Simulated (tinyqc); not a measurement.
Ground states by the convex hull: cluster expansion of a binary alloy: correlations, fit, cross-validation and ground states. Computed by tinyqc, a small Python program. Command: `OMP_NUM_THREADS=1 python tinyqc.py 3012829 3012830 out.jsonl clex walk`. One thread of a shared host (Intel(R) Xeon(R) Processor @ 2.30GHz), about 0.07 s of CPU time with the checks.

s = +1 for A and -1 for B. Energy per site E = J0 + J1 P(point) + sum over clusters of m V P, with P the mean product of spins; V > 0 on a pair favours unlike neighbours. Clusters per site m: pair 1 2, pair 2 2, pair 3 2, triplet 4; the triplet is two first-neighbour bonds at a right angle. Formation energies are counted from the line between pure A and pure B, which removes J0 and J1.

Inputs (values chosen for the exercise, for a model alloy): first-pair interaction V1 = 15 meV; second-pair interaction V2 = 7.9 meV; third-pair interaction V3 = -1.6 meV; triplet interaction Vt = 3.3 meV; noise amplitude = 3.5 meV/site.

Lattice: square.

Method:
- Design matrix of formation energies: m (P - 1) for pairs and m (P(triplet) - P(point)) for the triplet; x = (1 - P(point))/2.
- Exact: X V with V = (V1, V2, V3, Vt). The data to fit add the noise amplitude times the normal numbers, standing for what the clusters leave out.
- Leave out pair 3: A = X^T X and b = X^T E (E being the data with noise) over these three columns; solve A V = b. The root-mean-square error runs over the structures between the pure ends.
- Height above the hull = E less the lowest straight line between two structures that bracket x (or the lowest structure at the same x). The three-term fit is X V with the fitted values.

correlations P, counted on periodic cells, rows A, A3B p(2x2), A3B c(4x2), A2B diagonal rows, A2B rows, AB c(2x2), AB p(2x1), A2B2 rows, AB2 diagonal rows, AB2 rows, AB3 p(2x2), AB3 c(4x2), B, columns point, pair 1, pair 2, pair 3, triplet:
```
[[1.00000, 1.00000, 1.00000, 1.00000, 1.00000],
 [0.50000, 0.00000, 0.00000, 1.00000, -0.50000],
 [0.50000, 0.00000, 0.00000, 0.50000, -0.50000],
 [0.33333, -0.33333, 0.33333, -0.33333, -0.33333],
 [0.33333, 0.33333, -0.33333, 0.33333, 0.33333],
 [0.00000, -1.00000, 1.00000, 1.00000, 0.00000],
 [0.00000, 0.00000, -1.00000, 1.00000, 0.00000],
 [0.00000, 0.50000, 0.00000, 0.00000, 0.00000],
 [-0.33333, -0.33333, 0.33333, -0.33333, 0.33333],
 [-0.33333, 0.33333, -0.33333, 0.33333, -0.33333],
 [-0.50000, 0.00000, 0.00000, 1.00000, 0.50000],
 [-0.50000, 0.00000, 0.00000, 0.50000, 0.50000],
 [-1.00000, 1.00000, 1.00000, 1.00000, -1.00000]]
```

standard normal numbers for the noise (0 for the pure ends): A 0.000, A3B p(2x2) -1.808, A3B c(4x2) -0.136, A2B diagonal rows -0.806, A2B rows 0.330, AB c(2x2) 1.784, AB p(2x1) 0.126, A2B2 rows 0.828, AB2 diagonal rows 0.309, AB2 rows -0.362, AB3 p(2x2) 0.721, AB3 c(4x2) -0.856, B 0.000

X, rows A, A3B p(2x2), A3B c(4x2), A2B diagonal rows, A2B rows, AB c(2x2), AB p(2x1), A2B2 rows, AB2 diagonal rows, AB2 rows, AB3 p(2x2), AB3 c(4x2), B, columns pair 1, pair 2, pair 3, triplet:
```
[[0.00000, 0.00000, 0.00000, 0.00000],
 [-2.00000, -2.00000, 0.00000, -4.00000],
 [-2.00000, -2.00000, -1.00000, -4.00000],
 [-2.66667, -1.33333, -2.66667, -2.66667],
 [-1.33333, -2.66667, -1.33333, 0.00000],
 [-4.00000, 0.00000, 0.00000, 0.00000],
 [-2.00000, -4.00000, 0.00000, 0.00000],
 [-1.00000, -2.00000, -2.00000, 0.00000],
 [-2.66667, -1.33333, -2.66667, 2.66667],
 [-1.33333, -2.66667, -1.33333, 0.00000],
 [-2.00000, -2.00000, 0.00000, 4.00000],
 [-2.00000, -2.00000, -1.00000, 4.00000],
 [0.00000, 0.00000, 0.00000, 0.00000]]
```

fitted V1, V2, Vt (meV): [13.8639, 8.2673, 3.7568]

exact energies (meV/site): A 0.0000, A3B p(2x2) -59.0000, A3B c(4x2) -57.4000, A2B diagonal rows -55.0667, A2B rows -38.9333, AB c(2x2) -60.0000, AB p(2x1) -61.6000, A2B2 rows -27.6000, AB2 diagonal rows -37.4667, AB2 rows -38.9333, AB3 p(2x2) -32.6000, AB3 c(4x2) -31.0000, B 0.0000

root-mean-square error of the three-cluster fit = 3.12666 meV/site

Hull among these structures (meV/site):
```
structure               x  exact E  above hull  fitted E  above hull, fit
A                  0.0000    0.000       0.000     0.000            0.000
A3B p(2x2)         0.2500  -59.000       0.000   -59.290            0.000
A3B c(4x2)         0.2500  -57.400       1.600   -59.290            0.000
A2B diagonal rows  0.3333  -55.067       4.800   -58.012            1.780
A2B rows           0.3333  -38.933      20.933   -40.531           19.261
AB c(2x2)          0.5000  -60.000       1.600   -55.456            5.341
AB p(2x1)          0.5000  -61.600       0.000   -60.797            0.000
A2B2 rows          0.5000  -27.600      34.000   -30.398           30.398
AB2 diagonal rows  0.6667  -37.467       4.800   -37.975            2.556
AB2 rows           0.6667  -38.933       3.333   -40.531            0.000
AB3 p(2x2)         0.7500  -32.600       0.000   -29.235            1.163
AB3 c(4x2)         0.7500  -31.000       1.600   -29.235            1.163
B                  1.0000    0.000       0.000     0.000            0.000
```

lowest exact formation energy = -61.6 meV/site

What does the comparison show, and why?

On the exact hull: A, A3B p(2x2), AB p(2x1), AB3 p(2x2), B. The fit finds A, A3B p(2x2), A3B c(4x2), AB p(2x1), AB2 rows, B instead; its root-mean-square error is 3.13 meV. A structure at zero height may lie on a tie line without being a vertex, and structures outside this list could lie lower.

Extremes, crossings and ranges named in words are read from the listed rows.
